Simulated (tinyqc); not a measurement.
Band offset from the macroscopic average of a supercell potential: sweeps and comparisons. A value that a table varies takes the place of the one given here.

A model of the planar-averaged electrostatic energy of an electron in a periodic cell of N1 periods of A (L1 = N1 n1 h) and N2 periods of B (L2 = N2 n2 h), on z_j = j h: V(z) = f VA + (1 - f) VB + F t(z), VA = V1[0] + V1[1] cos(2 pi z/(n1 h)) + V1[2] cos(4 pi z/(n1 h)), VB the same with V2, n2 and z - L1. f = [tanh(z/w) - tanh((z - L1)/w) + tanh((z - L1 - L2)/w)]/2 + 1/2; t(z) = z - L1/2 in A and (L1/L2)(L1 + L2/2 - z) beyond, so that the cell is periodic.

Running mean over n points, periodic: for odd n the plain mean of the n points centred on j; for even n the n + 1 points with half weight at both ends. The macroscopic average applies the mean over n1 points and then over n2 points.

dEv = Ev(A) - Ev(B) = Ev1 - (dV + Ev2); dEc = Ec(B) - Ec(A) = Eg2 - Eg1 - dEv. The correction of a gap, c = Eg[1] - Eg[0], lowers the valence top by fv c and leaves dV, a ground-state quantity, as it is. Type I: dEv and dEc of one sign; II: opposite signs; III: no overlap of the gaps.

Parameters, chosen for this exercise (gaps near those of Si and GaP; shifted at random, so the results belong to these values and not to a real crystal): h = 0.3 angstrom (grid step); n1 = 6 (grid points per period of A); n2 = 5 (grid points per period of B); V1 = (-7.29, 4.61, -0.03) eV (mean and two harmonics of the potential in A); V2 = (-5.12, 4.26, -0.36) eV (the same in B); w = 0.45 angstrom (width of the interfaces); N1 = 4 (periods of A); N2 = 5 (periods of B); F = 0.015 eV/angstrom (slope in A from opposite charges on the two interfaces); Ev1 = 3.84 eV (valence top of bulk A above its mean potential); Eg1 = (0.62, 1.15) eV (gap of A: semi-local value, corrected value); Ev2 = 1.01 eV (valence top of bulk B above its mean potential); Eg2 = (1.54, 2.38) eV (gap of B: semi-local value, corrected value).

## How thick the regions must be

N1 = N2 = N, no slope (F = 0); dV is read at j = floor(N n1/2) and N n1 + floor(N n2/2). The exact value is V2[0] - V1[0].

Results:
```
N,L1 (angstrom),dV (eV),error (meV)
1,1.80,1.1047,-1065.31
2,3.60,1.9040,-266.02
3,5.40,2.1626,-7.39
4,7.20,2.1697,-0.35
5,9.00,2.1700,0.00
6,10.80,2.1700,0.00
```

What can be read from the table?

The error is below 10 meV from N = 3 on. The two windows together span 3.30 angstrom and must fit between the interface tails, which fall as exp(-2 z/w); the errors at N = 2, 3 and 4 are -266.02, -7.39 and -0.35 meV.

## The choice of windows

dV read at j = 12 and 36 after means over the numbers of points listed; ripple is the spread over the five points around each.

Results:
```
windows,dV (eV),ripple in A (meV),ripple in B (meV)
none,-5.965,6879,7471
6 only,2.631,18,1043
5 only,1.244,1401,17
7 only,3.622,1003,1795
"7, 6",2.064,18,252
"6, 5",2.172,18,17
```

Which rows can be used, and how does a wrong window show?

The last row matches both periods and lies +2 meV from the value of a thick cell, V2[0] - V1[0] = 2.170 eV. Against it the raw potential errs by -8.14 eV. No other row is within 20 meV of it. A window one point too long leaves a ripple of 1003 meV in A, against 18 meV in the last row (of which the slope F makes 18 meV): the ripple is the sign to look for. Rows to use, with under 30 meV of ripple in both regions once the tilt is taken off: 6, 5. A row with a large ripple can hit the right value only by chance.

## Where the gap correction goes

dV = B - A = 2.1721 eV

fv1 and fv2 are varied.

Offsets (eV):
```
fv1,fv2,dEv,dEc
0.0,0.0,0.658,0.572
0.5,0.5,0.813,0.417
1.0,1.0,0.968,0.262
0.0,1.0,1.498,-0.268
1.0,0.0,0.128,1.102
0.3,0.7,1.087,0.143
```

What can be read from the table?

dEv + dEc = 1.230 eV in every row, but dEv alone spans 1.37 eV, the sum of the two corrections. A scissor on the conduction bands alone (first row) keeps the semi-local dEv; with equal shares fv the shift is fv times the difference of the corrections, +0.31 eV, against their sum of 1.37 eV: most of the error cancels if the shares are alike.

(tinyqc, `OMP_NUM_THREADS=1 python tinyqc.py 1880070 1880071 out.jsonl`, Intel(R) Xeon(R) Processor @ 2.30GHz, 1 thread, shared host, about 0.01 s.)
